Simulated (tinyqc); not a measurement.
## Gain factor and gap resistance from two string resistances

Problem. At small bit-line voltage each of the 96 cells has the resistance 1/(K x) at overdrive x (no mobility reduction) in series with a gap resistance Rg. Find K, Rg and the share of the gaps at the higher overdrive.

resistance of a string of 96 equal cells at overdrives of 3.3 and 8.4 V (kohm): [4828.8032, 2887.8870]

Answer. The resistance per cell is a straight line in 1/x with slope 1/K and intercept Rg.

K = 9.10 uA/V^2
Rg = 17.0 kohm
share of the gaps = 56.5 %

tinyqc, about 0.7 s, one thread, Intel Xeon 2.30GHz (shared host): `OMP_NUM_THREADS=1 python tinyqc.py 2142151 2142152 out.jsonl`
